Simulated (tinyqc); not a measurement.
Depolarisation shift: optical transitions of a finite quantum well.

Each carrier sees a square well of width L with its own depth V and masses m (inside), mb (outside); c = hbar^2/2m0, k = sqrt(m E/c), kappa = sqrt(mb (V - E)/c), and level n solves k L + 2 atan[(k/m)/(kappa/mb)] = n pi. The envelope is cos(kz) for odd n and sin(kz) for even n inside, joins exp(-kappa (|z| - L/2)) outside, and is normalised to 1. Excitons and band mixing are left out.

Constants: hbar^2/2m0 = 3.80998211 eV angstrom^2; e^2/(4 pi eps0) = 14.39964547 eV angstrom.

Values chosen for the exercise (near those of a GaAs well in AlGaAs; the results hold for these values, not for the real material):
- L = 146 angstrom (well width)
- Vc = 0.251 eV (conduction offset)
- me = 0.0662 m0 (electron, well)
- meb = 0.0927 m0 (electron, barrier)
- eps = 11.3 (background dielectric constant)
- Nss = (0.063, 0.16, 0.32, 0.63, 0.95, 1.3, 1.9) x 1e12/cm^2 (sheet densities)

The collective line lies at E12 sqrt(1 + a), a = 8 pi q (n1 - n2) S/(eps E12), q = e^2/(4 pi eps0), S = integral over z of (integral up to z of psi_1 psi_2)^2. Zero temperature with the mass me in both subbands: n1 - n2 = Ns until Ns reaches D E12, D = me/(2 pi c), and D E12 beyond. 1e12/cm^2 = 1e-4/angstrom^2; exchange and the static band bending by the charge are left out.

Line position:

| Ns (1e12/cm^2) | n1 - n2 | a | line (meV) | shift (meV) |
|---|---|---|---|---|
| 0.063 | 0.063 | 0.0404 | 52.18 | 1.02 |
| 0.16 | 0.160 | 0.1026 | 53.72 | 2.56 |
| 0.32 | 0.320 | 0.2052 | 56.16 | 5.00 |
| 0.63 | 0.630 | 0.4039 | 60.62 | 9.46 |
| 0.95 | 0.950 | 0.6091 | 64.90 | 13.74 |
| 1.3 | 1.300 | 0.8335 | 69.27 | 18.11 |
| 1.9 | 1.415 | 0.9071 | 70.65 | 19.49 |

S = 10.242 angstrom
E12 = 51.16 meV

What does the comparison show?

The upward shift grows from 1.02 to 19.49 meV, 38.1 % of E12 at most. It stops moving once e2 starts to fill, at Ns = 1.41 e12/cm^2. For small a the shift is a E12/2, linear in Ns; in the last row that rule gives 23.20 meV. S/L = 0.0702, against 5/(9 pi^2) = 0.0563 for hard walls.

Run: tinyqc, `OMP_NUM_THREADS=1 python tinyqc.py 1281751 1281752 out.jsonl`; Intel(R) Xeon(R) Processor @ 2.30GHz, one thread, shared host; about 0.09 s of CPU time with all checks.
